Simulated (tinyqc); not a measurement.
# Transfer-length model of a contact: two studies

A metal contact of length d and width W on a thin layer of the same width. The metal has no resistance, the sheet resistance under it equals Rsh, and current enters the layer at the front edge x = 0.

Inputs (values chosen for the exercise): sheet resistance of the semiconductor layer Rsh = 74 ohm/sq; specific contact resistivity rc = 9.1e-6 ohm cm^2; contact length d = 0.53 um; contact width W = 53 um.

Each table varies one quantity; the others keep the values above.

## Effect of the contact resistivity

Transfer length Lt = sqrt(rc/Rsh); front resistance Rc = (Rsh Lt/W) coth(d/Lt); end resistance Re = (Rsh Lt/W)/sinh(d/Lt).

Effect of the contact resistivity:
```
rc (ohm cm^2)  Lt (um)     d/Lt  Rc W (ohm um)
1.9e-7          0.5067    1.046          48.06
4.9e-7          0.8137   0.6513          105.2
1.2e-6           1.273   0.4162          239.3
3.2e-6           2.080   0.2549          616.8
8e-6             3.288   0.1612           1522
2e-5             5.199   0.1019           3787
5.2e-5           8.383  0.06323           9824
0.00013          13.25  0.03999        2.454e4
0.00033          21.12  0.02510        6.228e4
```

Rc W rises from 48.1 to 62300 ohm um, as rc^(0.83) between the first two rows (d/Lt = 1.0) and rc^(1.00) between the last two (d/Lt = 0.025); a long contact gives the power 1/2 and a short one 1.

## Effect of the contact length

Same model as above.

Effect of the contact length:
```
d (um)    d/Lt  Rc W (ohm um)  rc/d (ohm um)    Re/Rc
0.59    0.1682           1557           1542   0.9860
0.95    0.2709          981.2          957.9   0.9644
1.5     0.4277          643.2          606.7   0.9150
2.5     0.7129          423.7          364.0   0.7905
4        1.141          318.5          227.5   0.5800
6.5      1.854          272.6          140.0   0.3058
10       2.852          261.2          91.00   0.1151
17       4.848          259.5          53.53  0.01569
```

Rc W falls from 1560 to 260 ohm um, as d^(-0.97) between the first two rows. It levels off at sqrt(rc Rsh) = 259 ohm um and, among the rows, is within 5 % of that from d = 10 um on (Lt = 3.51 um): metal beyond two transfer lengths lowers Rc by less than 4 %.

Numbers from tinyqc (`OMP_NUM_THREADS=1 python tinyqc.py 2760121 2760122 out.jsonl`; about 0.01 s on one thread of a shared Intel Xeon 2.30GHz).
